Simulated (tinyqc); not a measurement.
Off-state leakage of single and stacked transistors: two steps of the calculation.

n-channel devices of unit width. Subthreshold current I(Vg, Vs, Vd) = I0 (T/300 K)^0.5 exp[(Vg - Vs - VT(T) - gb (Vs - Vb) + dd (Vd - Vs))/(nf Vt)] (1 - exp(-(Vd - Vs)/Vt)), VT(T) = VT - cT (T - 300 K). Gate-edge tunnelling Ig (Vd/1 V) exp(ag (Vd - 1 V)), for a gate at 0 V, and band-to-band leakage Ab u exp(-Bb/u), u = Vd - Vb + 1 V, flow at a drain held at V; both are taken as independent of T. In a stack of off transistors (all gates at 0 V) the same subthreshold current passes through each.

Parameters, values chosen for the exercise; values of the order met in bulk silicon logic transistors: temperature T = 358 K; supply voltage V = 0.7 V; threshold at 300 K, zero drain and body bias VT = 0.29 V; fall of the threshold with temperature cT = 0.8 mV/K; current at threshold at 300 K I0 = 0.15 uA/um; slope factor nf = 1.2; drain-induced lowering per volt dd = 0.14; rise of the threshold per volt of source-body bias gb = 0.14; gate-edge tunnelling current at 1 V Ig = 0.0001 uA/um; exponential slope of the gate current ag = 5.4 1/V; prefactor of band-to-band leakage at the drain Ab = 20 uA/(um V); its exponential voltage Bb = 21 V; body voltage Vb = -0.3 V.

Constants: q = 1.602176634e-19 C, kB = 1.380649e-23 J/K, Vt = kB T/q. Results are converted to the units shown.

Task 1. Leakage of one transistor. Vg = Vs = 0, Vd = V; effective threshold VT(T) - gb Vb - dd V.

Wanted: effective threshold; parts; total; shares.

Result 1.

effective threshold = 0.18760 V
parts (nA/um): subthreshold 1.0320, gate edge 0.013853, band-to-band 1.1015
total = 2.1473 nA/um
shares (%): subthreshold 48.060, gate edge 0.64513, band-to-band 51.295

The band-to-band part is the largest.

Task 2. New Vx. Stack of two, Vx the node between them: I_low = I(0, 0, Vx), I_up = I(0, Vx, V), f = ln(I_up/I_low), f' = -(1 + gb + 2 dd)/(nf Vt) - 1/(Vt (exp(Vx/Vt) - 1)) - 1/(Vt (exp((V - Vx)/Vt) - 1)), Vx(new) = Vx - f/f'.

Vx after iteration 1 = 0.071687530 V

Wanted: I_low; I_up; f; f'; Vx after iteration 2.

Result 2.

I_low = 0.08650 nA/um
I_up = 0.08654 nA/um
f = 4.904e-4
f' = -41.88 1/V
Vx after iteration 2 = 0.07170 V

Program tinyqc, `OMP_NUM_THREADS=1 python tinyqc.py 2242157 2242158 out.jsonl`; Intel Xeon 2.30GHz, shared host, one thread, about 0.03 s.
